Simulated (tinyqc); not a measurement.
## Trap density from the capacitance step

Problem. A junction with shallow donors Nd and a deep trap has C_HF = eps0 eps_r/W and C_LF = eps0 eps_r (Nd + Nt)/(Nd W + Nt xt), xt = W - lam. Find W, xt and Nt.

Parameters, values chosen for the exercise:
- eps_r = 8.12 (relative permittivity)
- Nd = 6e15 cm^-3 (shallow donor density)

Constants: eps0 = 8.8541878128e-14 F/cm where lengths are in cm. Results are converted to the units shown.

C_HF = 15.811081 nF/cm^2
C_LF = 15.974706 nF/cm^2
lam = 126.15935 nm

Answer. C_HF gives W. With y = C_LF/C_HF, Nt/Nd = (y - 1)/(1 - y xt/W).

W = 455 nm
xt = 329 nm
Nt = 2.30e14 cm^-3

Numbers from tinyqc (`OMP_NUM_THREADS=1 python tinyqc.py 2050004 2050005 out.jsonl`; about 0.01 s on one thread of a shared Intel Xeon 2.30GHz).
